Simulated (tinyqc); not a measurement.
Input admittance of a MOSFET at zero drain bias: distributed channel and distributed gate: two steps of the calculation.

Source and drain grounded, strong inversion, w = 2 pi f, Cox = eps0 eox/tox. The channel is an RC line of resistance 1/(mu Cox Vo) per square fed from both ends, so one finger has the intrinsic admittance y = i w Cox L tanh(g)/g per width, g = (1/2) sqrt(i w tau), tau = L^2/(mu Vo). The vertical resistance rv/L is in series with y, the overlaps 2 i w Cov in parallel: y_t = 1/(1/y + rv/L) + 2 i w Cov. The gate strip is a line of Rsh/L per length loaded by y_t, so a finger has Y = y_t Wf tanh(k)/k, k = (Wf/sd) sqrt(y_t Rsh/L); the device has Nf Y.

Inputs (values chosen for the exercise); values of the order met in silicon radio-frequency transistors:

| symbol | value | unit | meaning |
|---|---|---|---|
| eox | 3.9 |  | relative permittivity of the gate insulator (close to silicon dioxide) |
| tox | 6.5 | nm | insulator thickness |
| L | 0.81 | um | channel length |
| Wf | 2.5 | um | finger width |
| Nf | 32 |  | number of fingers |
| mu | 150 | cm^2/(V s) | channel mobility |
| Vo | 0.38 | V | gate overdrive |
| Rsh | 21 | ohm/square | sheet resistance of the gate |
| rv | 0 | ohm um^2 | vertical resistivity of the gate stack |
| sd | 1 |  | number of ends at which a finger is contacted |
| Cov | 0.27 | fF/um | overlap and fringe capacitance on each side |
| f | 7 | GHz | frequency |

Constants: eps0 = 8.8541878128e-14 F/cm where lengths are in cm. Results are converted to the units shown.

Problem 1. Admittance of the channel and stack per width. tau, g, c = Cox L, y and y_t as defined.

Find: tau; g; c; y; y_t.

Solution 1.

tau = 115.1 ps
g = 0.7955+0.7955i
c = 4.303 fF/um
y = 63.5+157.2i uS/um
y_t = 63.5+181.0i uS/um

w tau = 5.06, and Im y is 0.831 of w c.

Problem 2. Input impedance of the device. k and Y as defined; Z = 1/(Nf Y) = R + 1/(i w C); Q = |Im Z|/R; signal at the point farthest from a contact |1/cosh k|.

y_t = 63.45116+180.99767i uS/um

Find: k; Nf Y; R; C; Q; signal at the far point.

Solution 2.

k = 0.14380+0.10197i
Nf Y = 5.199+14.380i mS
R = 22.235 ohm
C = 369.67 fF
Q = 2.7661
signal at the far point = 0.99481

Program tinyqc, `OMP_NUM_THREADS=1 python tinyqc.py 2262239 2262240 out.jsonl`; Intel Xeon 2.30GHz, shared host, one thread, about 0.01 s.
